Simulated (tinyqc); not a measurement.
Lossy on-chip transmission line with skin effect: one step of the calculation.

A uniform line in a homogeneous dielectric: c = sqrt(er)/(c0 Z0), l = Z0 sqrt(er)/c0 (c0 = 299792458 m/s), g = w c td, w = 2 pi f. The resistance joins its limits as r = sqrt(r_dc^2 + r_hf^2), with r_dc = rho/(wd th), r_hf = kr rho/(2 delta (wd + th)), delta = sqrt(rho/(pi f mu0)), mu0 = 4 pi 1e-7 H/m; this is an interpolation, and internal inductance, up to 0.05 nH/mm at low frequency, is neglected.

Question. Propagation constant and impedance. gamma = sqrt((r + i w l)(g + i w c)) = alpha + i beta, Zc = sqrt((r + i w l)/(g + i w c)), roots with positive real part; loss 8.685889638 alpha in dB; phase velocity w/beta.

Inputs (values chosen for the exercise):
```
symbol,value,unit,meaning
len,3.2,mm,length
f,23,GHz,frequency
```

r = 8.0537858 ohm/mm
l = 0.51270223 nH/mm
c = 91.147063 pF/m
g = 0.026343919 S/m

Find: gamma len; Zc; loss; phase velocity over c0; r/(w l).

Answer.

gamma len = 0.175+3.166i
Zc = 75.11-4.00i ohm
loss = 0.4743 dB/mm
phase velocity over c0 = 0.4873
r/(w l) = 0.1087

Computed by the program tinyqc: `OMP_NUM_THREADS=1 python tinyqc.py 2810193 2810194 out.jsonl`, one thread of a shared Intel Xeon 2.30GHz, about 0.01 s for the whole run.
